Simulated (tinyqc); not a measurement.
Rapid thermal processing of a wafer: radiative balance, ramp and cooling, pattern effects, pyrometer error and spike budget: one step, computed by the program tinyqc. Command: `OMP_NUM_THREADS=1 python tinyqc.py 3113627 3113628 out.jsonl rtp walk`. One thread of a shared host (Intel(R) Xeon(R) Processor @ 2.30GHz), about 0.04 s of CPU time with the checks.

The wafer is opaque and uniform through its thickness unless said otherwise; temperatures in formulas are in kelvin (C + 273.15). sigma = 5.670374419e-12 W/(cm^2 K^4).

Question. Pattern effect. At steady state a sinusoidal change of absorbed power of relative amplitude a and period p gives the temperature amplitude a q/(dq/dT + k d (2 pi/p)^2); healing length l = sqrt(k d/(dq/dT)); process change = E_a dT/(k_B T^2). Emissivity is taken as unchanged.

Inputs (values chosen for the exercise, modelled on a hot silicon wafer):

| quantity | value | unit |
|---|---|---|
| wafer thickness d | 625 | micrometre |
| thermal conductivity k | 0.29 | W/(cm K) |
| wall temperature T_w | 500 | K |
| process temperature | 932 | C |
| relative change of absorptivity over a pattern | 3.1 | % |
| period of the pattern | 31 | mm |
| activation energy of the process E_a | 3.46 | eV |

dq/dT = 44.90379 mW/(cm^2 K)

holding power q = 15.93507 W/cm^2

Constants: k_B = 8.617333262e-05 eV/K.

Give: healing length l; amplitude without lateral conduction; amplitude; change of the process rate.

Answer.

healing length l = 6.3533 mm

amplitude without lateral conduction = 11.001 K

amplitude = 4.1386 K

change of the process rate = 11.441 %

Lateral conduction cuts the amplitude to 38 %, since p/(2 pi l) = 0.78.
